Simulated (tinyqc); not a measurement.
# Resistance of a source-drain extension with a graded tip: effects of single changes

y runs along the channel, the gate covers y > 0. The doping is N0 for y < y0 and N0 10^(-(y - y0)/la) beyond, uniform over the depth xj. Sheet conductance s(y) = q mu(N) max(N - Nch, 0) xj + (for y > 0) ma Cox Vo, with mu(N) = u0 + (u1 - u0)/(1 + (N/Nr)^au) and Cox = eps0 eox/tox. Current is taken as one-dimensional; depletion of the tip, spreading and the contact are left out. The metallurgical junction lies at yj, where N = Nch.

Values chosen for this exercise; mobility law close to that of electrons in silicon:
- eox = 3.9 (relative permittivity of the gate insulator (close to silicon dioxide))
- tox = 1.7 nm (insulator thickness)
- N0 = 2.1e20 cm^-3 (active doping of the extension far from the gate)
- la = 2.2 nm/decade (lateral abruptness)
- xj = 16 nm (depth of the extension)
- Nch = 1.6e18 cm^-3 (channel doping)
- Ls = 13 nm (spacer length)
- Vo = 0.89 V (gate overdrive)
- ma = 210 cm^2/(V s) (mobility of the gate-induced layer)
- u1 = 1414 cm^2/(V s) (mobility at low doping)
- u0 = 68.5 cm^2/(V s) (mobility at high doping)
- Nr = 9.2e16 cm^-3 (reference doping)
- au = 0.711 (exponent)
- Lg = 90 nm (gate length)

Constants: q = 1.602176634e-19 C, eps0 = 8.8541878128e-14 F/cm where lengths are in cm. Results are converted to the units shown.

Each table varies one quantity; the others keep the values above.

## Abruptness at a fixed junction position

R_spacer = integral of dy/s from -Ls to 0, R_ov from 0 to yj, R_channel = (Lg - 2 yj)/(ma Cox Vo), R_total = 2 R_spacer + 2 R_ov + R_channel. Electrical length L_eff = ma Cox dR_total/d(1/Vo); R_series = R_total - L_eff/(ma Cox Vo). y0 is moved with la so that yj stays at 5.7598 nm.

The same in every row: yj (nm) = 5.760; R_channel (ohm um) = 206.7.

Abruptness at a fixed junction position:

| la (nm/decade) | R_spacer (ohm um) | R_ov (ohm um) | R_total (ohm um) | L_eff (nm) | R_series (ohm um) |
|---|---|---|---|---|---|
| 1 | 3.289 | 3.584 | 220.5 | 79.89 | 10.04 |
| 1.9 | 3.289 | 5.613 | 224.5 | 81.07 | 10.97 |
| 2.9 | 3.304 | 7.855 | 229.0 | 82.39 | 12.02 |
| 3.8 | 3.901 | 9.449 | 233.4 | 83.48 | 13.52 |
| 4.8 | 5.653 | 10.62 | 239.3 | 84.47 | 16.79 |
| 5.7 | 8.153 | 11.34 | 245.7 | 85.15 | 21.41 |
| 6.7 | 11.83 | 11.91 | 254.2 | 85.74 | 28.33 |
| 7.6 | 15.83 | 12.28 | 262.9 | 86.16 | 35.99 |

Read the table: what changes, and by how much?

As la goes from 1 to 7.6 nm/decade, R_total rises from 220 to 263 ohm um, R_spacer rises from 3.29 to 15.8 ohm um and R_ov rises from 3.58 to 12.3 ohm um. R_total changes on average by 6.44 ohm um for each nm/decade. L_eff exceeds the metallurgical length by 1.41 nm in the first row and 7.68 nm in the last, since the gate also controls the lightly doped tips.

## Effect of the position under the gate where the fall begins

Same model as above.

Effect of the position under the gate where the fall begins:

| y0 (nm) | yj (nm) | R_spacer (ohm um) | R_ov (ohm um) | R_channel (ohm um) | R_total (ohm um) | L_eff (nm) | R_series (ohm um) |
|---|---|---|---|---|---|---|---|
| -4 | 0.6598 | 14.74 | 1.601 | 233.6 | 266.3 | 89.80 | 29.72 |
| -2 | 2.660 | 4.342 | 4.891 | 223.1 | 241.5 | 87.43 | 11.22 |
| 0 | 4.660 | 3.289 | 6.036 | 212.5 | 231.2 | 83.65 | 10.82 |
| 2 | 6.660 | 3.289 | 6.498 | 202.0 | 221.6 | 79.68 | 11.66 |
| 4 | 8.660 | 3.289 | 6.959 | 191.4 | 211.9 | 75.71 | 12.51 |
| 6 | 10.66 | 3.289 | 7.421 | 180.9 | 202.3 | 71.74 | 13.35 |
| 8 | 12.66 | 3.289 | 7.882 | 170.4 | 192.7 | 67.78 | 14.19 |

What does the table show?

As y0 goes from -4 to 8, R_total falls from 266 to 193 ohm um, L_eff falls from 89.8 to 67.8 nm and R_series goes from 29.7 through a minimum of 10.8 (at y0 = 0 among the rows listed) to 14.2 ohm um. More overlap also shortens the channel and adds capacitance, effects on threshold and speed that are left out.

Computed by the program tinyqc: `OMP_NUM_THREADS=1 python tinyqc.py 2282282 2282283 out.jsonl`, one thread of a shared Intel Xeon 2.30GHz, about 0.03 s for the whole run.
